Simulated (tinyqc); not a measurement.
# Bandgap voltage reference from two bipolar transistors: output against temperature

Two transistors of area 1 and N carry the same current I. Is(T) = Is (T/T0)^eta exp[(Vg0 q/kB)(1/T0 - 1/T)], VBE1 = Vt ln(I/Is(T)) + I rb, VBE2 = Vt ln(I/(N Is(T))) + I rb/N. The amplifier forces I R1(T) = VBE1 - VBE2 + Vos, with R(T) = R (1 + tc (T - T0)) for both resistors, and the output is Vref = VBE1 + I R2(T). Base currents and the Early effect are neglected.

Vt = kB T/q; I = (Vt ln N + Vos)/(R1(T) - rb (1 - 1/N)).

Parameters, values chosen for the exercise; values of the order met in silicon bipolar transistors:

| symbol | value | unit | meaning |
|---|---|---|---|
| T0 | 300 | K | reference temperature |
| Vg0 | 1.146 | V | band-gap voltage extrapolated to 0 K |
| eta | 4.1 |  | temperature exponent of the saturation current |
| Is | 1.3e-17 | A | saturation current of the unit transistor at T0 |
| N | 4 |  | area ratio of the second transistor |
| R1 | 2.4 | kohm | resistor across which the difference of VBE falls, at T0 |
| tc | 0 | ppm/K | temperature coefficient of both resistors |
| Vos | 0 | mV | offset of the amplifier |
| rb | 0 | ohm | series resistance of the unit transistor |
| R2 | 32.33 | kohm | output resistor at T0 |

Constants: q = 1.602176634e-19 C, kB = 1.380649e-23 J/K. Results are converted to the units shown.

Output against temperature:
```
T (K)  I (uA)  VBE1 (V)  I R2 (V)  Vref (V)  Vref - Vref(T0) (mV)  dVref/dT (uV/K)
218    10.851   0.85351   0.35082    1.2043                3.6496          0.40478
233    11.598   0.82924   0.37495    1.2042                3.5209          -17.371
253    12.593   0.79649   0.40714    1.2036                2.9505          -39.370
273    13.589   0.76331   0.43932    1.2026                1.9572          -59.695
298    14.833   0.72129   0.47956    1.2008               0.16799          -83.102
323    16.078   0.67871   0.51979    1.1985               -2.1822          -104.62
348    17.322   0.63561   0.56002    1.1956               -5.0498          -124.54
373    18.566   0.59203   0.60025    1.1923               -8.3975          -143.07
398    19.811   0.54800   0.64048    1.1885               -12.193          -160.40
423    21.055   0.50355   0.68071    1.1843               -16.409          -176.67
```

What does the comparison show?

VBE1 falls by 1.71 mV/K on average and I R2 rises by 1.61 mV/K. The slope of Vref vanishes at T = 218 K. Between 233 and 398 K Vref spans 15.7 mV, or 79.5 ppm/K by the box method (span over the average over T, over 165 K).

Numbers from tinyqc (`OMP_NUM_THREADS=1 python tinyqc.py 2062164 2062165 out.jsonl`; about 0.02 s on one thread of a shared Intel Xeon 2.30GHz).
